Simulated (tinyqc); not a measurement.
# Octagonal on-chip spiral inductor, lumped pi model, step by step

Numbers from tinyqc (`OMP_NUM_THREADS=1 python tinyqc.py 2302203 2302204 out.jsonl`; about 0.01 s on one thread of a shared Intel Xeon 2.30GHz). Printed values are rounded.

Outer diameter do = di + 2 n wd + 2 (n - 1) sp, mean da = (do + di)/2, fill p = (do - di)/(do + di), length l = 3.314 n da. L = 2.25 mu0 n^2 da/(1 + 3.55 p), mu0 = 4 pi 1e-7 H/m. Rs = rho l/(wd delta (1 - exp(-th/delta))), delta = sqrt(rho/(pi f mu0)). Cs = n wd^2 eps0 eo/hu across the coil. At each end Cox = l wd eps0 eo/(2 ho) leads to the substrate branch Rsi = 2 rs he/(l wd) in parallel with Csi = l wd eps0 11.7/(2 he). With one end grounded Y = 1/(Rs + i w L) + i w Cs + 1/[1/(i w Cox) + 1/(1/Rsi + i w Csi)], w = 2 pi f; Q = -Im Y/Re Y. Eddy currents in neighbouring turns and in the substrate are left out.

Values chosen for this exercise; values of the order met in silicon radio-frequency processes:
- n = 5.5 (number of turns)
- wd = 15 um (line width)
- sp = 1.5 um (space between turns)
- di = 80 um (inner diameter)
- th = 2 um (metal thickness)
- rho = 3 uohm cm (metal resistivity)
- ho = 8.9 um (oxide below the coil)
- hu = 0.8 um (oxide between coil and underpass)
- eo = 4.1 (relative permittivity of the oxide)
- rs = 10 ohm cm (substrate resistivity)
- he = 80 um (effective spreading depth in the substrate)
- f = 2.5 GHz (frequency)

Constants: eps0 = 8.8541878128e-12 F/m. Results are converted to the units shown.

## Geometry and model elements

do, l, L, delta, Rs, Cs, Cox, Rsi and Csi as defined.

do = 258.5 um
l = 3084.92 um
L = 5.04035 nH
delta = 1.74346 um
Rs = 5.18545 ohm
Cs = 56.1549 fF
Cox = 94.3730 fF
Rsi = 345.768 ohm
Csi = 29.9605 fF

Rs is 1.68 times the direct-current value in this empirical form, which overstates the skin effect of a flat slab when delta is near th and so stands in for some current crowding.

## Admittance, quality factor and apparent inductance

Series branch 1/(Rs + i w L), substrate branch, total Y, Q = -Im Y/Re Y, apparent inductance Im(1/Y)/w, metal-only value w L/Rs, share of the loss in the substrate Re(substrate branch)/Re Y.

series branch = 0.8237-12.5765i mS
substrate branch = 0.52186+1.13000i mS
Y = 1.3456-10.5644i mS
Q = 7.85137
apparent inductance = 5.92987 nH
w L/Rs = 15.2684
share of the loss in the substrate = 38.7839 %

Q is 51.4 % of the metal-only value.
